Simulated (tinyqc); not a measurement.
Free-carrier absorption and index change in the near infrared: free-carrier optics of a doped semiconductor (Drude model with one polar phonon).

eps(E) = ei [1 - Ep^2/(E^2 + i E Gam)] + (es - ei) wT^2/(wT^2 - E^2 - i E gT), with Ep^2 = 8 pi c (e^2/(4 pi eps0)) N/(m ei), c = hbar^2/2m0, N in 1/angstrom^3 (1e-24 per 1/cm^3); Gam = hbar/tau, tau = mu m m0/e with m0/e = 5.685630e-12 kg/C and mu in m^2/(V s). Energies in meV.

n + i k = sqrt(eps1 + i eps2) with k >= 0; R = ((n - 1)^2 + k^2)/((n + 1)^2 + k^2) at normal incidence from vacuum; alpha = 2 E k/(hbar c), times 1e8 for 1/cm; loss function Im(-1/eps) = eps2/(eps1^2 + eps2^2).

Constants: hbar^2/2m0 = 3.80998211 eV angstrom^2; e^2/(4 pi eps0) = 14.39964547 eV angstrom; hbar = 6.58211957e-16 eV s; hbar c = 1973.269805 eV angstrom.

Inputs chosen for the exercise (mass and dielectric values near those of GaN; N and mu are free inputs; interband absorption and the rise of the mass with filling are left out; the results hold for these values, not for the real material): N = 2.3e+18 1/cm^3 (carrier density); m = 0.209 m0 (conductivity mass); mu = 57 cm^2/(V s) (mobility); ei = 5.29 (high-frequency dielectric constant).

At the wavelengths listed E = hc/lambda (hc = 1239.841984 eV nm). Approximate forms: alpha = ei Ep^2 Gam/(E^2 sqrt(ei) hbar c) and dn = -sqrt(ei) Ep^2/(2 E^2). The phonon term is left out here.

Free carriers:
```
lambda (micrometre)  E (meV)  alpha (1/cm)  alpha, approximate        dn  dn, approximate
1.31                   946.4          35.9                36.3  -0.00365         -0.00368
1.55                   799.9          50.2                50.8  -0.00509         -0.00516
2.00                   619.9          82.8                84.5  -0.00839         -0.00858
3.00                   413.3           182                 190   -0.0184          -0.0193
5.00                   248.0           468                 528   -0.0469          -0.0536
8.00                   155.0      1.01e+03            1.35e+03   -0.0998           -0.137
10.60                  117.0      1.50e+03            2.37e+03    -0.144           -0.241
```

How do the results move, and what explains it?

At 1.55 micrometre alpha = 50.2 1/cm and dn = -0.00509; a phase shift of pi needs a length lambda/(2 |dn|) = 152 micrometre, over which the loss is 3.32 dB. The approximate alpha is within 5 % up to 3 micrometre of the wavelengths listed; it needs photon energies well above both Ep and Gam, which lie at 23.1 and 12.8 micrometre. Interband and intervalley absorption are left out.

tinyqc: `OMP_NUM_THREADS=1 python tinyqc.py 1652601 1652602 out.jsonl`; about 0.01 s, one thread, shared Intel(R) Xeon(R) Processor @ 2.30GHz.
